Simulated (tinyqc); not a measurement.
## Bandgap voltage reference from two bipolar transistors: output against temperature

Two transistors of area 1 and N carry the same current I. Is(T) = Is (T/T0)^eta exp[(Vg0 q/kB)(1/T0 - 1/T)], VBE1 = Vt ln(I/Is(T)) + I rb, VBE2 = Vt ln(I/(N Is(T))) + I rb/N. The amplifier forces I R1(T) = VBE1 - VBE2 + Vos, with R(T) = R (1 + tc (T - T0)) for both resistors, and the output is Vref = VBE1 + I R2(T). Base currents and the Early effect are neglected.

Vt = kB T/q; I = (Vt ln N + Vos)/(R1(T) - rb (1 - 1/N)).

Inputs (values chosen for the exercise); values of the order met in silicon bipolar transistors:
- T0 = 300 K (reference temperature)
- Vg0 = 1.21 V (band-gap voltage extrapolated to 0 K)
- eta = 3 (temperature exponent of the saturation current)
- Is = 9.1e-18 A (saturation current of the unit transistor at T0)
- N = 10 (area ratio of the second transistor)
- R1 = 24 kohm (resistor across which the difference of VBE falls, at T0)
- tc = 0 ppm/K (temperature coefficient of both resistors)
- Vos = 0 mV (offset of the amplifier)
- rb = 0 ohm (series resistance of the unit transistor)
- R2 = 230.7 kohm (output resistor at T0)

Constants: q = 1.602176634e-19 C, kB = 1.380649e-23 J/K. Results are converted to the units shown.

Result of one run:
```
T (K)  I (uA)  VBE1 (V)  I R2 (V)  Vref (V)  Vref - Vref(T0) (mV)  dVref/dT (uV/K)
298    2.4637   0.68458   0.56838    1.2530              0.057477          -28.161
```

What becomes of these results when the temperature T is changed from 298 to 233 K, all else the same?

Result of the changed run:
```
T (K)  I (uA)  VBE1 (V)  I R2 (V)  Vref (V)  Vref - Vref(T0) (mV)  dVref/dT (uV/K)
233    1.9263   0.80907   0.44441    1.2535               0.56621           14.245
```

The whole series:
```
T (K)  I (uA)  VBE1 (V)  I R2 (V)  Vref (V)  Vref - Vref(T0) (mV)  dVref/dT (uV/K)
218    1.8023   0.83738   0.41580    1.2532               0.26747           25.714
233    1.9263   0.80907   0.44441    1.2535               0.56621           14.245
253    2.0917   0.77106   0.48255    1.2536               0.70724         0.052454
273    2.2570   0.73279   0.52070    1.2535               0.57550          -13.060
298    2.4637   0.68458   0.56838    1.2530              0.057477          -28.161
323    2.6704   0.63602   0.61607    1.2521              -0.82244          -42.045
348    2.8771   0.58712   0.66375    1.2509               -2.0362          -54.894
373    3.0838   0.53792   0.71143    1.2494               -3.5597          -66.851
398    3.2905   0.48842   0.75912    1.2475               -5.3722          -78.031
423    3.4972   0.43866   0.80680    1.2455               -7.4556          -88.531
```

VBE1 falls by 1.94 mV/K on average and I R2 rises by 1.91 mV/K. The slope of Vref vanishes at T = 253 K. Between 233 and 398 K Vref spans 6.08 mV, or 29.4 ppm/K by the box method (span over the average over T, over 165 K).

Computed by the program tinyqc: `OMP_NUM_THREADS=1 python tinyqc.py 2062160 2062161 out.jsonl`, one thread of a shared Intel Xeon 2.30GHz, about 0.02 s for the whole run.
